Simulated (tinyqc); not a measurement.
Polytypes and stacking faults of a tetrahedral semiconductor in an axial Ising model with couplings up to third neighbours: one step, computed by the program tinyqc. Command: `OMP_NUM_THREADS=1 python tinyqc.py 3021715 3021716 out.jsonl polytype walk`. One thread of a shared host (Intel(R) Xeon(R) Processor @ 2.30GHz), about 0.01 s of CPU time with the checks.

Each double layer has s = +1 or -1 for the sense of its stacking step; E per pair of atoms = E0 - sum_n J_n <s_i s_(i+n)>, n = 1, 2, 3. Hexagonality h = (1 - <s_i s_(i+1)>)/2.

Task: Stacking-fault energies. Faults in 3C: the sequences intrinsic (-), extrinsic (--), twin boundary (+ turns to -) are put between perfect repeats; k_n = (layers x C_n of the host) - sum_i s_i s_(i+n). gamma = sum k_n J_n/A, A = (sqrt 3/2) a^2; 1 meV/angstrom^2 = 16.02177 mJ/m^2.

Inputs (values chosen for the exercise, of the order of those of ZnS for J, a, G and the gaps):

| quantity | value | unit |
|---|---|---|
| J1 | 1.94 | meV/pair |
| J2 | -0.0731 | meV/pair |
| J3 | 0.05 | meV/pair |
| basal lattice constant a | 3.82 | angstrom |

Host polytype: 3C.

fault coefficients k_n:
```
               J1  J2  J3
intrinsic       4   4   4
extrinsic       4   8   8
twin boundary   2   4   6
```

Constants: 1 eV/angstrom^2 = 16.02176634 J/m^2.

Give: gamma; energy of the glide fault, intrinsic.

Result:

gamma (mJ/m^2): intrinsic 9.721, extrinsic 9.604, twin boundary 4.929

energy of the glide fault, intrinsic = 9.721 mJ/m^2

The cheapest is the twin boundary fault.
